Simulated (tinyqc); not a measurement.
Kinetic Monte Carlo and master equation for a particle on a ring of sites with traps and bias: one step, computed by the program tinyqc.

7 sites on a ring, numbered 1 to 7. The saddle between i and i+1 lies at E0 + s b_i and site i at s eps_i; a force F tilts the landscape, with the saddle half-way.

Question. Rate table. Rates: k(i to i+1) = nu exp(-(E0 + s b_i - s eps_i - F a/2)/(k_B T)), k(i to i-1) = nu exp(-(E0 + s b_(i-1) - s eps_i + F a/2)/(k_B T)). Share right = k right/(k right + k left); mean stay = 1/(k right + k left).

Inputs (values chosen for the exercise, for a model defect): reference barrier E0 = 0.36 eV; scale factor s of the disorder = 1; attempt frequency nu = 7.7 THz; temperature T = 360 K; site spacing a = 3.7 angstrom; force F along the ring = 0.00021 eV/angstrom.

Disorder: both.

site energies eps_i (eV): [-0.017, 0, -0.023, -0.092, 0, -0.024, 0]

saddle shifts b_i between sites i and i+1 (eV): [0.026, -0.046, 0.0042, 0.039, 0.02, 0.025, -0.035]

Constants: k_B = 8.617333262e-05 eV/K.

Give: Rates, shares of right hops and mean stays.

Answer.

Rates, shares of right hops and mean stays:
```
site  k right (1/s)  k left (1/s)  share right  mean stay (s)
1         1.779e+07     1.240e+08       0.1255      7.055e-09
2         3.134e+08     3.001e+07       0.9126      2.912e-09
3         2.961e+07     1.456e+08       0.1689      5.707e-09
4         1.043e+06     3.123e+06       0.2504      2.401e-07
5         3.734e+07     1.974e+07       0.6542      1.752e-08
6         1.466e+07     1.680e+07       0.4660      3.179e-08
7         2.199e+08     3.099e+07       0.8764      3.987e-09
```

The particle stays longest on site 4, 82.4 times as long as on the quickest site.
